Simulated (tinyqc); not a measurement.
Inside a calculation. Model: Born-Mayer model of an ionic crystal AB. Computed by tinyqc, a small Python program that keeps every step. Command: `OMP_NUM_THREADS=1 python tinyqc.py 3018689 3018690 out.jsonl bornmayer walk`. One thread of a shared host (Intel(R) Xeon(R) Processor @ 2.30GHz), about 0.01 s of CPU time with the checks. Intermediate numbers are printed to about 6 digits and carried at full precision; extremes and crossings named in words are read from the listed rows.

Energies are per ion pair and r is the nearest distance of unlike ions.

Inputs (values chosen for the exercise, for a model salt):

| quantity | value | unit |
|---|---|---|
| ionic charge z | 2 | - |
| unlike repulsion lambda | 1320 | eV |
| range rho | 0.331 | angstrom |
| like repulsion lambda2 | 153 | eV |
| dispersion C between like ions | 78 | eV angstrom^6 |
| pressure P | 5 | GPa |

Structure: rock salt. Short range: with like-ion terms.

Constants: e^2/(4 pi eps_0) = 14.39964548 eV angstrom; 1 eV/angstrom^3 = 160.2176634 GPa.

## Equilibrium distance at zero pressure

Madelung constant M, unlike neighbours z1, like neighbours z2 at f r, volume per pair: rock salt 1.747565, 6, 12, sqrt2, 2 r^3; caesium chloride 1.762675, 8, 6, 2/sqrt3, 8 r^3/(3 sqrt3); zinc blende 1.638055, 4, 12, sqrt(8/3), 16 r^3/(3 sqrt3). U(r) = -M z^2 e^2/(4 pi eps_0 r) + z1 lambda exp(-r/rho) + z2 [lambda2 exp(-f r/rho) - C/(f r)^6] (one mean like-ion term for both sublattices). Newton steps on g(r) = U'(r), from r = 9 rho: r(new) = r - U'(r)/U''(r), with the move limited to 0.3 angstrom. Where U'' is negative, move 0.3 angstrom downhill. Stop when |U'| is below 1e-9.

Newton steps:

| step | r (angstrom) | U' (eV/angstrom) | U'' (eV/angstrom^2) |
|---|---|---|---|
| 1 | 2.97900 | 8.70338e+00 | 0.6134 |
| 2 | 2.67900 | 7.34069e+00 | 10.1180 |
| 3 | 2.37900 | 1.01861e+00 | 36.2086 |
| 4 | 2.35087 | -5.53205e-02 | 40.2006 |
| 5 | 2.35224 | -1.40215e-04 | 39.9970 |
| 6 | 2.35225 | -9.07315e-10 | 39.9965 |

equilibrium distance r0 = 2.35225 angstrom

## Terms of the lattice energy

The formulas are those given above.

terms (eV): Coulomb -42.7919, unlike repulsion 6.4926, like repulsion 0.0793, dispersion -0.6907

lattice energy U = -36.9108 eV per pair

The short-range terms together cancel 13.7 % of the Coulomb energy.

## Bulk modulus

B = U''(r0)/(9 c r0), with the volume written as c r^3.

U''(r0) = 39.9965 eV/angstrom^2

bulk modulus B = 151.348 GPa

## Under pressure

With the volume written as c r^3, under pressure take the root at the minimum of the enthalpy and solve U'(r) + 3 c r^2 P = 0; H = U + P V; B = (U'' - 2 U'/r)/(9 c r).

distance at P = 2.32799 angstrom

volume at P = 25.2333 angstrom^3

enthalpy at P = -36.1112 eV per pair

bulk modulus at P = 170.490 GPa

The volume shrinks by 3.06 %, against P/B = 3.30 % in linear elasticity: the crystal stiffens.

## Three structures under pressure

The formulas are those given above.

Enthalpy (eV per pair):

| P (GPa) | rock salt | caesium chloride | zinc blende |
|---|---|---|---|
| 0 | -36.9108 | -35.7425 | -36.4304 |
| 2 | -36.5880 | -35.4531 | -36.0220 |
| 5 | -36.1112 | -35.0249 | -35.4224 |
| 10 | -35.3348 | -34.3255 | -34.4538 |
| 20 | -33.8406 | -32.9737 | -32.6118 |
| 40 | -31.0371 | -30.4209 | -29.2129 |
| 70 | -27.1685 | -26.8717 | -24.6069 |
| 100 | -23.5912 | -23.5689 | -20.4092 |

volumes at zero pressure (angstrom^3): rock salt 26.0303, caesium chloride 23.3136, zinc blende 33.0113

At zero pressure the order is rock salt < zinc blende < caesium chloride. Rock salt stays lowest up to 100 GPa. The Madelung constants, the number of repulsive contacts and the volumes (26.0, 23.3, 33.0 angstrom^3 at P = 0) all matter. Caution: rigid ions with fixed charges leave out polarisation and covalency, so such models often misplace transition pressures.

Checks made by the program: Madelung constant against an Ewald sum (relative difference 2e-07); Newton against bracketing (relative difference below 1e-10).
